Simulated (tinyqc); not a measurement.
Comparisons within one model: special k points of the bcc lattice. A value that a table varies takes the place of the one given here.

Lattice vectors in units of a: a1 = (-1/2, 1/2, 1/2), a2 = (1/2, -1/2, 1/2), a3 = (1/2, 1/2, -1/2); reciprocal vectors b_i with a_i . b_j = 2 pi delta_ij. Mesh: k = sum_i f_i b_i with f_i = (2 j_i + shift)/(2 N), j_i = 0 .. N-1. The point group of the lattice has 48 operations; only those that map the mesh onto itself are used.

A_m(k) = sum over the m-th star of lattice vectors R of cos(k . R), stars in order of length: m = 1: |R|^2 = 0.75, 8 vectors, such as (1, 1, 1) in the basis a_i; m = 2: |R|^2 = 1, 6 vectors, such as (1, 1, 0) in the basis a_i; m = 3: |R|^2 = 2, 12 vectors, such as (2, 1, 1) in the basis a_i; m = 4: |R|^2 = 2.75, 24 vectors, such as (2, 2, 1) in the basis a_i; m = 5: |R|^2 = 3, 8 vectors, such as (2, 2, 2) in the basis a_i; m = 6: |R|^2 = 4, 6 vectors, such as (2, 2, 0) in the basis a_i. The zone mean of every A_m is zero.

Test function, the lower band of a two-band insulator: E(k) = -sqrt(D^2 + (e0 - t A_1(k))^2).

Values chosen for the exercise (the lattice of W; shifted at random, so the results belong to these values and not to a real crystal):
- D = 1.37 eV (half gap term)
- t = 0.46 eV (coupling)
- e0 = 0.93 eV (offset)
- N = 4 (points along each reciprocal vector)
- shift = 1 (half steps)

## Mesh size and shift

Errors of the mean of E against the unshifted mesh with N = 24. The fifth column is |R|^2 of the shortest star with a non-zero mean.

Meshes:
```
mesh       points  irreducible  operations  |R|^2 missed  error (meV)
1 Gamma         1            1          48          0.75    -1080.407
1 shifted       1            1          48          0.75    -2817.308
2 Gamma         8            3          48          3.00     -235.128
2 shifted       8            2          48          3.00      336.115
3 Gamma        27            4          48          6.75        4.258
3 shifted      27            4          48          6.75       -3.933
4 Gamma        64            8          48         12.00       -2.156
4 shifted      64            6          48         12.00       -1.978
5 Gamma       125           10          48         18.75        0.658
5 shifted     125           10          48         18.75        1.187
6 Gamma       216           16          48           >24       -0.235
6 shifted     216           14          48           >24       -0.395
```

reference mean = -1.99195 eV

The shifted mesh has the smaller error for 2 of 6 values of N and the larger for 4. The cheapest mesh within 1 meV is 5 Gamma, with 10 irreducible points. A mesh misses the lattice vectors N (n1 a1 + n2 a2 + ...); the half shift gives each the sign (-1)^(n1 + n2 + ...), so the 8 shortest ones add up to -8 in place of 8: their term only changes sign. The shift keeps the full symmetry; it leaves fewer irreducible points for N = 2, 4 and 6.

## Gap and mesh density

D takes the values listed; errors against the unshifted mesh with N = 30, for unshifted meshes.

Errors (meV):
```
D (eV)  reference (eV)     N = 2    N = 4   N = 6   N = 8
0.2            -1.3318  -303.058  -43.579  -7.021   2.497
0.4            -1.3983  -286.722  -29.622  -4.587   0.642
0.8            -1.6029  -260.046  -11.149  -1.452  -0.015
1.5            -2.0908  -230.427   -1.402  -0.154  -0.012
2.5            -2.9225  -198.176    0.221  -0.006  -0.001
4.0            -4.2912  -158.501    0.212   0.000   0.000
```

The first listed N from which the error stays below 0.5 meV is none for D = 0.2, none for D = 0.4, 8 for D = 0.8, 6 for D = 1.5, 4 for D = 2.5, 4 for D = 4 eV. A larger D makes the function smoother, so its Fourier coefficients fall faster with |R|; single entries change sign along a column, so a small error on one coarse mesh can be a cancellation.

## One point for the whole zone

The mean-value (Baldereschi) point is taken at k = (2 pi/a) (0.1667, 0.1667, 0.5), that is f = (0.25, 0.25, -0.0833); the reference is the mesh with N = 24.

Single points:
```
point                    A_1     A_2     A_3     A_4   E (eV)
Gamma                  8.000   6.000  12.000  24.000  -3.0724
mean-value point       0.000   0.000  -3.000   0.000  -1.6558
zone-face centre b1/2  0.000  -2.000  -4.000   0.000  -1.6558
```

reference mean = -1.9920 eV

The mean-value point makes A_1, A_2 and A_4 vanish. Its error is +336 meV, against -1080 meV at Gamma and +336 meV at b1/2. E is not linear in A_1; its powers hold sums of nearest vectors and a non-zero mean, so this point is not exact. A_1 has the same value at b1/2, and E depends on A_1 alone, so this test cannot tell the two points apart.

## What moves the zone average

Mean of E over the mesh, and its error against the unshifted mesh with N = 24. Each row changes one parameter from the base and keeps the others.

Results:
```
case          mean (eV)  error (meV)  irreducible points
base            -1.9939        -1.98                   6
N = 5           -1.9908         1.19                  10
shift = 0       -1.9941        -2.16                   8
D = 0.959 eV    -1.7074        -4.86                   6
t = 0.598 eV    -2.1847        -0.68                   6
```

The largest shifts from the base row, up to three for each result and ties (the steps differ in size, so this ranks the rows, not the parameters). mean (eV): D +0.2866, t -0.1907, N +0.0032. error (meV): N +3.17, D -2.88, t +1.30. irreducible points: N +4, shift +2; unchanged at the printed digits by D and t.

(tinyqc, `OMP_NUM_THREADS=1 python tinyqc.py 1682039 1682040 out.jsonl`, Intel(R) Xeon(R) Processor @ 2.30GHz, 1 thread, shared host, about 0.3 s.)
